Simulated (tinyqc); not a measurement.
A six-terminal Hall bar with edge channels and a constriction, Landauer-Buettiker equations: two steps of the calculation.

Contacts 1 (source) and 4 (drain) end the bar; 2 and 3 lie on the upper edge, 6 and 5 on the lower edge, with a constriction between 2 and 3 (and between 6 and 5). Carriers run 1 to 2 to 3 to 4 to 5 to 6 to 1 in M channels. The constriction passes Tc from 2 to 3 and from 5 to 6, and turns M - Tc from 2 to 6 and from 5 to 3. Signs are those of positive carriers; V4 = 0.

Parameters, values chosen for the exercise:
```
symbol,value,unit,meaning
M,6,,"edge channels, spin counted singly"
Tc,4,,summed transmission of the constriction
I,100,nA,current from contact 1 to contact 4
```

Constants: q = 1.602176634e-19 C, h = 6.62607015e-34 J s. Results are converted to the units shown.

Question 1. Voltages. I_i = (q^2/h) [M V_i - sum_j T_ij V_j], with I_1 = I, V_4 = 0 and no current at 2, 3, 5, 6.

T_ij:
```
   1  2  3  4  5  6
1  0  0  0  0  0  6
2  6  0  0  0  0  0
3  0  4  0  0  2  0
4  0  0  6  0  0  0
5  0  0  0  6  0  0
6  0  2  0  0  4  0
```

Wanted: V.

Answer 1.

V, contact 1 to 6 (uV): 645.3  645.3  430.2  0.0  0.0  215.1

Question 2. Resistances. R(a,b) = (V_a - V_b)/I.

V, contact 1 to 6 (uV): 645.32019  645.32019  430.21346  0.00000  0.00000  215.10673

Give: resistances.

Answer 2.

resistances (kohm): R(1,4) 6.453, R(2,3) 2.151, R(2,6) 4.302, R(2,5) 6.453, R(3,6) 2.151

In units of h/q^2: R(1,4) = R(2,5) = 1/Tc, R(2,3) = 1/Tc - 1/M, R(2,6) = 1/M, R(3,6) = 2/M - 1/Tc.

Numbers from tinyqc (`OMP_NUM_THREADS=1 python tinyqc.py 2700120 2700121 out.jsonl`; about 0.01 s on one thread of a shared Intel Xeon 2.30GHz).
